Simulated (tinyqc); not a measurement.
Inside a calculation: configuration-coordinate model of carrier capture at a defect. Values are carried at full precision from step to step, so a last printed digit may differ when a step is redone from the rounded ones.

Two parabolas of equal curvature k in one coordinate Q: with the carrier free at the band edge, U_f = k Q^2/2; with the carrier trapped, U_t = k (Q - dQ)^2/2 - ET. ER = k dQ^2/2, Huang-Rhys factor S = ER/hw, hw = 0.0646541 sqrt(k/M) eV for k in eV/angstrom^2 and M in u. The curves cross at a height Eb = (ER - ET)^2/(4 ER) above the free minimum.

Constants: kB = 8.617333262e-05 eV/K.

Values chosen for the exercise (of the size met at a vacancy centre in SiC; not measured data):
```
symbol  value  unit  meaning
ET      1.06   eV    thermal depth of the level below the band edge
ER      0.16   eV    relaxation energy
hw      0.057  eV    phonon energy of the mode
M       28     u     mass of the mode
T       400    K     temperature
nu      1e+11  1/s   attempt rate
```

## The two parabolas

Form S, k, dQ, the crossing point Qc = (ER - ET)/(k dQ), Eb, and the emission barrier Eb + ET.

S = 2.807
k = 21.7628 eV/angstrom^2
dQ = 0.1213 angstrom
Qc = -0.3410 angstrom

barriers (eV): capture 1.2656, emission 2.3256

ER < ET: the crossing lies on the far side of the free minimum (the inverted case), where tunnelling between vibrational states can matter much if Eb is well above hw.

## Optical transitions

Vertical ionisation from the trapped minimum costs ET + ER; vertical capture from the free minimum releases ET - ER (none if negative); the band has a standard deviation sqrt(S hw^2 coth(hw/2kT)) with S = ER/hw, and a full width 2.35482 times that.

energies (eV): ionisation peak 1.220, zero-phonon 1.060, emission peak 0.900

coth(hw/2kT) = 1.4733
standard deviation = 0.1159 eV
full width = 0.2730 eV

Radiative capture would peak at 0.900 eV. The optical peak exceeds the thermal depth by a factor 1.15.

## The multiphonon factor

Multiphonon factor for giving p = ET/hw phonons to the lattice: W = exp(-S (2 nb + 1)) ((nb + 1)/nb)^(p/2) I_p(x), nb = 1/(exp(hw/kT) - 1), x = 2 S sqrt(nb (nb + 1)), I_p the modified Bessel function. Classical limit: W = hw exp(-Eb/kT)/sqrt(4 pi ER kT). At T = 0: exp(-S) S^p/Gamma(p + 1).

Form p, nb, x and ln W, the classical ln W, and the capture time 1/(nu W).

p, nb, x: 18.5965  0.2366  3.0369

ln W: quantum -19.020, classical -38.248

capture time = 0.00182 s

The quantum factor is 2.24e+08 times the classical one at kT/hw = 0.60: nuclear tunnelling rules.

## Emission by detailed balance

For equal degeneracies and one band-edge state, emission time = capture time x exp(ET/kT).

ET/kT = 30.752
log10 of the emission time in s = 10.62

## Checks

- Ln W for the nearest whole p against the double Poisson sum over emitted and absorbed phonons: both -19.7146.

(tinyqc, `OMP_NUM_THREADS=1 python tinyqc.py 1451842 1451843 out.jsonl`, Intel(R) Xeon(R) Processor @ 2.30GHz, 1 thread, shared host, about 0.01 s.)
